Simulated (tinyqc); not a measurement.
Three-phonon processes in a diatomic chain: dispersion, energy and momentum conservation, and decay channels of optical phonons: one step, computed by the program tinyqc.

Cell length a, two atoms, one spring constant. x = q a/pi runs from -1 to 1; A and O are the acoustic and optical branches. Matrix elements are not computed: only conservation laws and occupation factors are followed.

Problem. Dispersion. omega^2 = k (1/m + 1/M) -/+ k sqrt((1/m + 1/M)^2 - 4 sin^2(pi x/2)/(m M)); nu = 15.6333042 THz x sqrt(omega^2) for eV/(angstrom^2 u).

Inputs (values chosen for the exercise, for a model chain): light mass m = 27 u; heavy mass M = 93.4 u; spring constant k = 14 eV/angstrom^2.

Constants: nu for 1 eV/(angstrom^2 u) = 15.6333042 THz.

Give: the table «Branches» with the columns nu_A (THz), nu_O (THz), for x = 0.10, 0.20, 0.35, 0.50, 0.65, 0.80, 0.90, 1.00.

Solution.

Branches:
```
x     nu_A (THz)  nu_O (THz)
0.10       1.182       18.04
0.20       2.350       17.92
0.35       4.041       17.62
0.50       5.608       17.18
0.65       6.966       16.68
0.80       7.995       16.21
0.90       8.413       16.00
1.00       8.560       15.92
```
